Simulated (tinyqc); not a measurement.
Piezoresistors in the (001) plane of a cubic crystal: effect of the direction of the resistor.

Plane stress in crystal axes x = [100], y = [010]. First-order piezoresistance: d rho_xx/rho = p11 sxx + p12 syy, d rho_yy/rho = p12 sxx + p11 syy, d rho_xy/rho = p44 sxy; a resistor along d = (cos th, sin th) changes by dR/R = d.(d rho/rho).d. Changes of geometry and second-order terms are left out.

For uniaxial stress along or across the current: pL = p11 - (A/2) sin^2(2 th), pT = p12 + (A/2) sin^2(2 th), A = p11 - p12 - p44. dR/R is for the given stress.

Parameters, values chosen for the exercise; coefficients close to those of lightly doped p-type silicon: piezoresistive coefficient p11 = 6.37 x 1e-11/Pa; piezoresistive coefficient p12 = -1.12 x 1e-11/Pa; piezoresistive coefficient p44 = 132 x 1e-11/Pa; stress sxx Sx = -98 MPa; stress syy Sy = 90 MPa; shear stress sxy St = -59 MPa.

Result of one run:
```
th (deg)  pL (1e-11/Pa)  pT (1e-11/Pa)  pL - pT (1e-11/Pa)  dR/R (%)
30                53.06         -47.81               100.9    -7.118
```

What becomes of these results when the angle of the current from [100] th is changed from 30 to 90 deg, all else the same?

Result of the changed run:
```
th (deg)  pL (1e-11/Pa)  pT (1e-11/Pa)  pL - pT (1e-11/Pa)  dR/R (%)
90                6.370         -1.120               7.490    0.6831
```

The whole series:
```
th (deg)  pL (1e-11/Pa)  pT (1e-11/Pa)  pL - pT (1e-11/Pa)  dR/R (%)
0                 6.370         -1.120               7.490   -0.7251
10                13.65         -8.402               22.05    -3.346
20                32.09         -26.84               58.93    -5.566
30                53.06         -47.81               100.9    -7.118
45                68.62         -63.38               132.0    -7.809
60                53.06         -47.81               100.9    -6.414
75                21.93         -16.68               38.62    -3.305
90                6.370         -1.120               7.490    0.6831
```

The sum pL + pT = p11 + p12 = 5.25 holds in every row. |pL - pT|, which sets the output of a bridge under uniaxial stress, is largest at 45 degrees (132) and is 7.49 at 0 degrees. The change dR/R goes from -0.725 through a minimum of -7.81 (at th = 45 deg among the rows listed) to 0.683 %.

tinyqc, about 0.01 s, one thread, Intel Xeon 2.30GHz (shared host): `OMP_NUM_THREADS=1 python tinyqc.py 2530069 2530070 out.jsonl`
